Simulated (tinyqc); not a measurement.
Alloy A(1-x)B(x) by interpolation with bowing: one step. Where the valleys cross. Two cases, with inputs chosen for the exercise.

Task: The difference of two gaps is a quadratic q2 x^2 + q1 x + q0 with q2 = C_i - C_j, q1 = (E_B - E_A - C)_i - (E_B - E_A - C)_j, q0 = E_A,i - E_A,j; give its roots between 0 and 1 (a dash: none).

Each gap follows E(x) = (1 - x) E_A + x E_B - C x (1 - x); the lattice constant follows Vegard, a(x) = (1 - x) a_A + x a_B.

Case 1.

Values chosen (A near AlAs, B near InAs; shifted at random, so the results belong to these values and not to a real crystal): Eg = (3.111, 0.421) eV (gap at Gamma to the s-like level of A, B); EgX = (2.235, 1.416) eV (gap to the lowest valley along Gamma-X of A, B); EgL = (2.444, 1.12) eV (gap to L of A, B); C = (0.796, 0, 0) eV (bowing of the Gamma, X and L gaps).

Case 2.

Values chosen (A near AlAs, B near InAs; shifted at random, so the results belong to these values and not to a real crystal): Eg = (3.128, 0.415) eV (gap at Gamma to the s-like level of A, B); EgX = (2.207, 1.426) eV (gap to the lowest valley along Gamma-X of A, B); EgL = (2.433, 1.143) eV (gap to L of A, B); C = (0.602, 0, 0.01) eV (bowing of the Gamma, X and L gaps).

Give: Crossings.

Result:

Case 1.

Crossings:
```
pair        q2      q1      q0  first root  second root
Gamma-X  0.796  -2.667   0.876      0.3691            -
Gamma-L  0.796  -2.162   0.667      0.3549            -
X-L      0.000   0.505  -0.209      0.4139            -
```

The lowest valley changes at x = 0.369 (X to Gamma, gap 1.933 eV). The other crossings lie above the lowest valley.

Case 2.

Crossings:
```
pair         q2      q1      q0  first root  second root
Gamma-X   0.602  -2.534   0.921      0.4018            -
Gamma-L   0.592  -2.015   0.695      0.3895            -
X-L      -0.010   0.519  -0.226      0.4392            -
```

The lowest valley changes at x = 0.402 (X to Gamma, gap 1.893 eV). The other crossings lie above the lowest valley.

Computed by tinyqc, one run a case: `OMP_NUM_THREADS=1 python tinyqc.py N N+1 out.jsonl` with N = 1050371, 1050454; one thread of a shared Intel(R) Xeon(R) Processor @ 2.30GHz, about 0.01 s a run at most.
